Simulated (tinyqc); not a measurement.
The starting point: quasiparticle equation with a plasmon-pole self-energy for two band edges.

For each edge E = e + X + Sc(E), with the correlation part Sc(E) = A[0]/(E - a + w) + A[1]/(E - b - w); a and b are the valence and conduction energies that enter the Green function (a = ev, b = ec in the one-shot scheme). Z = 1/(1 - dSc/dE), dSc/dE = -A[0]/(E - a + w)^2 - A[1]/(E - b - w)^2.

Inputs chosen for the exercise (scales of the order of those of Ge; the results hold for these values, not for the real material): ev = 0 eV (mean-field valence top); ec = 0.1 eV (mean-field conduction edge); w = 13.8 eV (pole energy); Av = (31.4, 12.1) eV^2 (weights of the valence state on the hole and electron poles); Ac = (12.1, 29.3) eV^2 (the same for the conduction state); Xv = -1.87 eV (exchange minus the mean-field potential, valence); Xc = 1.54 eV (the same, conduction).

The mean-field gap is opened by d (ev lowered by d/2, ec raised by d/2) and X is changed by the opposite amounts, so that e + X stays; one-shot and G-updated gaps.

Gaps (eV):
```
d    start  one-shot  update G
0.0  0.100    0.7139    0.7722
0.2  0.300    0.7312    0.7722
0.4  0.500    0.7484    0.7722
0.9  1.000    0.7905    0.7722
1.2  1.300    0.8153    0.7722
1.6  1.700    0.8478    0.7722
```

Give the missing row, d = 0.6.

Computed row:
```
d    start  one-shot  update G
0.6  0.700    0.7653    0.7722
```

The one-shot gap moves by a fraction 0.08 of any change of the starting gap, while the updated gap, 0.7722 eV, does not depend on it. The two agree where the start already equals the result, near d = 0.67 eV. A real change of starting point alters the orbitals and the screening too; this model holds both fixed.

Run: tinyqc, `OMP_NUM_THREADS=1 python tinyqc.py 1850714 1850715 out.jsonl`; Intel(R) Xeon(R) Processor @ 2.30GHz, one thread, shared host; about 0.02 s of CPU time with all checks.
